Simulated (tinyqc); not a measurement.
Five-level k.p model folded onto the conduction band, step by step. Values are carried at full precision from step to step, so a last printed digit may differ when a step is redone from the rounded ones.

Second-order sums for the lowest conduction level at E: 1/m = 1 + Cm + (Ep/3)(2/E + 1/(E + Dso)) - (Ep2/3)(2/(E7 + D2 - E) + 1/(E7 - E)); g/2 = 1 + Cg - (Ep/3)(1/E - 1/(E + Dso)) - (Ep2/3)(1/(E7 - E) - 1/(E7 + D2 - E)). E is counted from the top of the valence band; E = Eg at the edge.

Constants: hbar^2/2m0 = 3.80998211 eV angstrom^2.

Parameters, chosen for this exercise (near those of ZnSe; the results hold for these values, not for the real material):
- Eg = 2.82 eV (gap at Gamma to the s-like level)
- Dso = 0.399 eV (spin-orbit splitting)
- Ep = 24.4 eV (Kane energy)
- E7 = 7.51 eV (upper Gamma7 conduction level, from the valence top)
- D2 = 0.1 eV (its spin-orbit splitting, Gamma8 above Gamma7)
- Ep2 = 1.2 eV (Kane energy to the upper levels)
- Cm = -2.6 (remote term in 1/m)
- Cg = -0.02 (remote term in g/2)
- k = 0.099 1/angstrom (wave vector along z)

## Mass and g factor term by term

Evaluate at E = Eg.

Terms:
```
level           part of 1/m  part of g
free + remote       -1.6000     1.9600
Gamma8 valence       5.7683    -5.7683
Gamma7 valence       2.5267     5.0533
Gamma8 upper        -0.1670     0.1670
Gamma7 upper        -0.0853    -0.1706
```

m = 0.1552 m0
g = 1.241

The valence levels give 8.29 to 1/m and the upper levels take 0.25 away. In g the two valence terms nearly cancel when Dso is small against Eg; here Dso/Eg = 0.14 and they leave -0.715, the upper pair -0.004.

## The matrix at one k

For k along z and one spin sector the level c couples to four states. With c0 = hbar^2/2m0, P = sqrt(Ep c0), P2 = sqrt(Ep2 c0): diagonal Eg + (1 + Cm) c0 k^2 for c, and 0, -Dso, E7 + D2, E7 for lh, so, G8 up, G7 up (their own dispersion is left out); couplings of c: sqrt(2/3) P k to lh, sqrt(1/3) P k to so, sqrt(2/3) P2 k to G8 up, sqrt(1/3) P2 k to G7 up (phases chosen real).

Fill in the matrix.

H (eV), lower triangle:
```
             c  lh        so    G8 up    G7 up
c      2.76025
lh     0.77937   0
so     0.55110   0  -0.39900
G8 up  0.17284   0         0  7.61000
G7 up  0.12222   0         0        0  7.51000
```

## Exact folding onto c

Solve E = H_cc + S(E), S(E) = sum_j H_cj^2/(E - H_jj), from E = H_cc, by plain substitution and by Newton steps on E - H_cc - S(E). The weight of c in the state is Z = 1/(1 - dS/dE). The exact level is the third eigenvalue of H from below.

Iterates (eV):
```
step  substitution   Newton
0          2.76025  2.76025
1          3.06714  3.03621
2          3.03598  3.03863
3          3.03888  3.03863
4          3.03860  3.03863
5          3.03863  3.03863
6          3.03863  3.03863
7          3.03863  3.03863
```

exact level = 3.03863 eV
Z = 0.9144

Substitution multiplies the error by about dS/dE = 1 - 1/Z = -0.094 a step, so it alternates; after 7 steps it is off by 1.9e-08 eV, while Newton is within 1e-5 eV from step 2 on.

## Loewdin series

Expanding E = H_cc + S(E) about Eg in powers of k^2, with s_n = sum_j H_cj^2/(Eg - H_jj)^n: order k^2: e2 = (1 + Cm) c0 k^2 + s1; order k^4: e4 = -s2 e2; order k^6: e6 = s3 e2^2 + s2^2 e2.

Give each order and the partial sums, counted from Eg.

s1 (eV), s2 (no unit), s3 (1/eV); (1 + Cm) c0 k^2 is H_cc - Eg: 0.30033  0.10767  0.03577

e2, e4, e6 (eV): 0.24058  -0.02590  0.00486

partial sums (eV): 0.24058  0.21468  0.21954

The exact value is 0.21863 eV; the errors of the partial sums are +21.95, -3.95 and +0.91 meV.

## Checks

- Curvature of the exact level at small k against the sum for 1/m: both 6.4427.

Computed by tinyqc, a small Python program: `OMP_NUM_THREADS=1 python tinyqc.py 1081489 1081490 out.jsonl` (the numbers bound the seed that draws the inputs); one thread of a shared host (Intel(R) Xeon(R) Processor @ 2.30GHz), about 0.01 s for the whole set of steps.
